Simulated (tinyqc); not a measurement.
## Dead time against afterpulsing

Afterpulse probability pap = pa (Cd Vx/q) exp(-td/tt) Pm, with Pm the trigger probability of a released carrier; largest rate 1/td; each true event gives 1/(1 - pap) counts.

Parameters, values chosen for the exercise:
- Vx = 7.7 V (excess bias)
- Cd = 150 fF (diode capacitance)
- pa = 1.2e-8 (trapping probability per avalanche carrier)
- tt = 18 ns (trap release time)

Constants: q = 1.602176634e-19 C. Results are converted to the units shown.

Pm = 0.78

Dead time against afterpulsing:
```
td (ns),pap (%),largest rate (1e6/s),counts per event
3.6,5.524,277.8,1.058
5.9,4.862,169.5,1.051
9.5,3.980,105.3,1.041
15,2.932,66.67,1.030
25,1.683,40.00,1.017
41,0.6917,24.39,1.007
66,0.1725,15.15,1.002
110,0.01497,9.091,1.000
```

What does the comparison show?

The afterpulse probability falls from 5.52 to 0.0150 %, a factor of ten for every 41.4 ns, while the largest rate falls from 278 to 9.09 million a second.

Computed by the program tinyqc: `OMP_NUM_THREADS=1 python tinyqc.py 2630020 2630021 out.jsonl`, one thread of a shared Intel Xeon 2.30GHz, about 0.01 s for the whole run.
